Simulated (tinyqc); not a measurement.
Inside a calculation. Method: CIS on RHF in the 6-31g basis, for H2, spin multiplicity 1. Computed by tinyqc, a small Python program that keeps every step (integrals from PySCF). Settings: charge = 0, multiplicity = 1, basis = 6-31g, method = RHF, energy threshold = 1e-10, iteration cap = 56, orthogonalisation = symmetric, start = core, DIIS depth = 6. Command: `OMP_NUM_THREADS=1 python tinyqc.py 27348 27349 out.jsonl` (the two numbers bound the seeds that draw the settings). One thread of a shared host (Intel(R) Xeon(R) Processor @ 2.60GHz), about 0.06 s of CPU time with the checks. The early iterations of the SCF are left out here.

## One-electron integrals

Geometry (angstrom):

| atom | x | y | z |
|---|---|---|---|
| H | 0.000000 | 0.000000 | 0.000000 |
| H | 0.000000 | 0.000000 | 0.665000 |

Basis 6-31g: exponents (1/bohr^2) and contraction coefficients of normalised primitives:

| element | l (shell) | exponent | coefficient |
|---|---|---|---|
| H | s (1) | 18.731137 | 0.033495 |
| H | s (1) | 2.825394 | 0.234727 |
| H | s (1) | 0.640122 | 0.813757 |
| H | s (2) | 0.161278 | 1.000000 |

Overlap, kinetic and nuclear-attraction integrals over the contracted functions; the nuclear repulsion is the sum of Za Zb / Rab.

nuclear repulsion = 0.79575520 hartree

overlap S, lower triangle:
```
          1H 1s     1H 2s     2H 1s     2H 2s
1H 1s  1.000000
1H 2s  0.658292  1.000000
2H 1s  0.524514  0.534869  1.000000
2H 2s  0.534869  0.880429  0.658292  1.000000
```

kinetic energy T (hartree), lower triangle:
```
          1H 1s     1H 2s     2H 1s     2H 2s
1H 1s  1.395678
1H 2s  0.259735  0.241917
2H 1s  0.323635  0.181617  1.395678
2H 2s  0.181617  0.194908  0.259735  0.241917
```

nuclear attraction V (hartree), lower triangle:
```
           1H 1s      1H 2s      2H 1s      2H 2s
1H 1s  -2.425425
1H 2s  -1.214131  -1.187685
2H 1s  -1.253178  -1.019172  -2.425425
2H 2s  -1.019172  -1.082323  -1.214131  -1.187685
```

core Hamiltonian H = T + V (hartree), lower triangle:
```
           1H 1s      1H 2s      2H 1s      2H 2s
1H 1s  -1.029747
1H 2s  -0.954396  -0.945769
2H 1s  -0.929544  -0.837554  -1.029747
2H 2s  -0.837554  -0.887415  -0.954396  -0.945769
```

## Two-electron integrals

Functions are numbered as in S; the eight-fold symmetry (ij|kl) = (ji|kl) = (kl|ij) leaves the list below.

Two-electron integrals (ij|kl) in chemists' order, unique and non-zero (hartree):
```
(11|11) 1.076566   (21|11) 0.578470   (21|21) 0.329423   (22|11) 0.587396
(22|21) 0.361304   (22|22) 0.453150   (31|11) 0.483273   (31|21) 0.272866
(31|22) 0.294244   (31|31) 0.269245   (32|11) 0.379864   (32|21) 0.228120
(32|22) 0.270469   (32|31) 0.230282   (32|32) 0.216626   (33|11) 0.711575
(33|21) 0.431463   (33|22) 0.513144   (33|31) 0.483273   (33|32) 0.464426
(33|33) 1.076566   (41|11) 0.464426   (41|21) 0.265211   (41|22) 0.292151
(41|31) 0.230282   (41|32) 0.195700   (41|33) 0.379864   (41|41) 0.216626
(42|11) 0.499231   (42|21) 0.308426   (42|22) 0.390658   (42|31) 0.268036
(42|32) 0.254974   (42|33) 0.499231   (42|41) 0.254974   (42|42) 0.351262
(43|11) 0.431463   (43|21) 0.263158   (43|22) 0.320785   (43|31) 0.272866
(43|32) 0.265211   (43|33) 0.578470   (43|41) 0.228120   (43|42) 0.308426
(43|43) 0.329423   (44|11) 0.513144   (44|21) 0.320785   (44|22) 0.417449
(44|31) 0.294244   (44|32) 0.292151   (44|33) 0.587396   (44|41) 0.270469
(44|42) 0.390658   (44|43) 0.361304   (44|44) 0.453150
```

## Orthogonalisation

S = U s U^T; symmetric (Loewdin) form X = U s^(-1/2) U^T, so that X^T S X = 1.

eigenvalues of S: 0.080960  0.496112  0.514097  2.908831

X, lower triangle:
```
           1H 1s      1H 2s      2H 1s     2H 2s
1H 1s   1.324083
1H 2s  -0.508098   2.133556
2H 1s  -0.259576   0.095949   1.324083
2H 2s   0.095949  -1.191991  -0.508098  2.133556
```

## Iteration 9 (converged): orbitals

converged F (hartree), lower triangle:
```
           1H 1s      1H 2s      2H 1s      2H 2s
1H 1s  -0.091899
1H 2s  -0.532698  -0.340826
2H 1s  -0.602425  -0.542875  -0.091899
2H 2s  -0.542875  -0.372907  -0.532698  -0.340826
```

Diagonalise F' = X^T F X, C = X C', fill 1 alpha and 1 beta electrons from the bottom; D = 2 C_occ C_occ^T. Each column has its largest component positive (the first on a tie).

F' = X^T F X (hartree), lower triangle:
```
           1          2          3         4
1   0.654186
2  -0.587327   0.292133
3  -0.618433  -0.091826   0.654186
4  -0.091826  -0.208048  -0.587327  0.292133
```

orbital energies (hartree): MO1 -0.619664, MO2 0.258159, MO3 0.739502, MO4 1.514641

coefficients C:
```
            MO1        MO2        MO3        MO4
1H 1s  0.339257   0.107677   0.732411  -1.193662
1H 2s  0.252630   1.925484  -0.681457   1.415832
2H 1s  0.339257  -0.107677   0.732411   1.193662
2H 2s  0.252630  -1.925484  -0.681457  -1.415832
```

D after iteration 9, lower triangle:
```
          1H 1s     1H 2s     2H 1s     2H 2s
1H 1s  0.230191
1H 2s  0.171413  0.127643
2H 1s  0.230191  0.171413  0.230191
2H 2s  0.171413  0.127643  0.171413  0.127643
```

## Convergence

Stop when the energy changes by less than 1e-10 hartree and every element of the error matrix X^T (F D S - S D F) X is below 3e-06.

Course of the cycle:

| iteration | E (hartree) | change | largest element of the error matrix |
|---|---|---|---|
| 1 | -1.06598628 | - | 1.76e-01 |
| 2 | -1.12180272 | -5.58e-02 | 2.88e-02 |
| 3 | -1.12324002 | -1.44e-03 | 3.54e-04 |
| 4 | -1.12324021 | -1.82e-07 | 1.41e-04 |
| 5 | -1.12324023 | -2.09e-08 | 8.77e-05 |
| 6 | -1.12324023 | -6.29e-09 | 6.36e-05 |
| 7 | -1.12324023 | -2.69e-09 | 4.99e-05 |
| 8 | -1.12324024 | -4.30e-09 | 2.32e-07 |
| 9 | -1.12324024 | -9.06e-14 | 9.67e-10 |

PySCF RHF in the same basis = -1.12324024 hartree

Converged in 9 iterations.

## Integrals over molecular orbitals

(pq|rs) = sum C_ip C_jq C_kr C_ls (ij|kl), one index at a time.

one-electron integrals over orbitals h = C^T H C (hartree), lower triangle:
```
           1          2          3         4
1  -1.299331
2   0.000000  -0.531916
3  -0.177049   0.000000  -0.227132
4   0.000000   0.209060   0.000000  0.270366
```

Two-electron integrals over orbitals (pq|rs), unique and non-zero (hartree):
```
(11|11) 0.679667    (21|21) 0.071826    (22|11) 0.430950    (22|22) 0.382109
(31|11) 0.177049    (31|22) 0.044601    (31|31) 0.112926    (32|21) -0.025144
(32|32) 0.038408    (33|11) 0.539780    (33|22) 0.376479    (33|31) 0.118978
(33|33) 0.460782    (41|21) -0.077333   (41|32) -0.013348   (41|41) 0.145545
(42|11) -0.143196   (42|22) -0.049886   (42|31) -0.069270   (42|33) -0.091743
(42|42) 0.062155    (43|21) -0.072335   (43|32) 0.004188    (43|41) 0.119799
(43|43) 0.113621    (44|11) 0.694910    (44|22) 0.439516    (44|31) 0.209738
(44|33) 0.557279    (44|42) -0.166404   (44|44) 0.775732
```

## CIS matrix, singlets

A(ia,jb) = (e_a - e_i) d_ij d_ab + 2 (ia|jb) - (ij|ab).

CIS matrix A, singlet (hartree), lower triangle:
```
           1>2       1>3       1>4
1>2   0.590525
1>3   0.000000  1.045238
1>4  -0.011469  0.000000  1.730484
```

## CIS singlet states

dipole integrals <i|r|a> (bohr):
```
            x         y          z
1>2  0.000000  0.000000  -0.955050
1>3  0.000000  0.000000   0.000000
1>4  0.000000  0.000000   0.242537
```

Diagonalise A (1 hartree = 27.211386 eV); each vector has its largest component positive (the first on a tie). The transition dipole is mu = sqrt2 sum c_ia <i|r|a>.

singlet excitation energies (eV): 16.065867  28.442374  47.092021

lowest vectors:
```
      state 1   state 2    state 3
1>2  0.999949  0.000000  -0.010060
1>3  0.000000  1.000000   0.000000
1>4  0.010060  0.000000   0.999949
```

oscillator strengths 2/3 w |mu|^2: 0.714296  0.000000  0.146687

## CIS matrix, triplets

A(ia,jb) = (e_a - e_i) d_ij d_ab - (ij|ab).

CIS matrix A, triplet (hartree), lower triangle:
```
          1>2       1>3       1>4
1>2  0.446873
1>3  0.000000  0.819387
1>4  0.143196  0.000000  1.439395
```

## CIS triplet states

Diagonalise A (1 hartree = 27.211386 eV); each vector has its largest component positive (the first on a tie).

triplet excitation energies (eV): 11.609103  22.296648  39.718882

lowest vectors:
```
       state 1   state 2   state 3
1>2   0.990152  0.000000  0.139998
1>3   0.000000  1.000000  0.000000
1>4  -0.139998  0.000000  0.990152
```
